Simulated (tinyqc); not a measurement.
Quantum-well laser, gain and threshold: one step of the calculation.

One electron and one heavy-hole subband per well, parabolic, with equal sheet densities n of electrons and holes; k-conserving transitions, TE polarisation, no line broadening, so the gain starts as a step at E0 and peaks there. All wells are pumped alike.

Task. Quasi-Fermi levels and threshold current. Fc = Vt ln(exp(n/Nc) - 1) above the electron subband edge, Fv = Vt ln(exp(n/Nv) - 1) below the hole subband edge; gain extends from E0 to E0 + Fc + Fv. Jth = q Nw (A n + B n^2 + C n^3)/eta at n = nth, Ith = Jth Wd Lc; differential efficiency of both facets eta am/(ai + am).

Parameters, values chosen for the exercise; well values close to those of AlGaInP:
```
symbol,value,unit,meaning
T,300,K,temperature
Nw,3,,number of wells
ai,20,1/cm,internal loss
Lc,2000,um,cavity length
A,2.8e8,1/s,defect recombination coefficient
B,0.00017,cm^2/s,radiative coefficient per well
C,5e-18,cm^4/s,Auger coefficient per well
eta,0.94,,injection efficiency
Wd,10,um,stripe width
```

Constants: q = 1.602176634e-19 C, kB = 1.380649e-23 J/K, Vt = kB T/q. Results are converted to the units shown.

nth = 1.5051205e12 cm^-2
Nc = 1.1879113e12 cm^-2
Nv = 4.2764808e12 cm^-2
am = 5.8846960 1/cm

Find: Fc; Fv; width of the gain band; Jth; Ith; differential efficiency.

Result.

Fc = 0.02420 eV
Fv = -0.02231 eV
width of the gain band = 0.001889 eV
Jth = 421.1 A/cm^2
Ith = 84.23 mA
differential efficiency = 0.2137

The electrons are degenerate and the holes not degenerate at the band edge. Defect, radiative and Auger recombination carry 51, 47 and 2.1 % of the threshold current. Transparency (g = 0) needs n = 1.47e12 cm^-2.

Numbers from tinyqc (`OMP_NUM_THREADS=1 python tinyqc.py 2840016 2840017 out.jsonl`; about 0.01 s on one thread of a shared Intel Xeon 2.30GHz).
